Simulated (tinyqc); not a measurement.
Heavy and light holes: cyclotron masses of warped hole bands.

Parameters, chosen for this exercise (near those of Ge; the results hold for these values, not for the real material):
- g1 = 13.39 (Luttinger gamma1)
- g2 = 4.24 (gamma2)
- g3 = 5.7 (gamma3)
- ths = (0, 15, 30, 45, 60, 75, 90) degrees (angles)

E = c k^2 f(n) with f = g1 -/+ 2 sqrt(g2^2 + 3 (g3^2 - g2^2)(nx^2 ny^2 + ny^2 nz^2 + nz^2 nx^2)). For the orbit through k = 0 perpendicular to b = (sin(theta)/sqrt2, sin(theta)/sqrt2, cos(theta)), mc is the mean of 1/f over the directions n in that plane (180 evenly spaced angles). Quantum effects of the lowest levels are left out.

Cyclotron masses (m0):

| theta (degrees) | heavy | light |
|---|---|---|
| 0 | 0.2800 | 0.0435 |
| 15 | 0.2966 | 0.0430 |
| 30 | 0.3390 | 0.0422 |
| 45 | 0.3731 | 0.0416 |
| 60 | 0.3773 | 0.0415 |
| 75 | 0.3730 | 0.0418 |
| 90 | 0.3713 | 0.0420 |

The heavy mass varies by 35 % over the table, with its largest listed value at 60 degrees ([111] lies at 54.7) and its smallest at 0; the light mass varies by 4.8 %. The warping term enters both with the same size, but it is set against a small inverse mass in one and a large one in the other (along [111], g1 - 2 g3 = 1.99 and g1 + 2 g3 = 24.79).

Program tinyqc; command `OMP_NUM_THREADS=1 python tinyqc.py 1252789 1252790 out.jsonl`; about 0.01 s on one thread of a shared Intel(R) Xeon(R) Processor @ 2.30GHz.
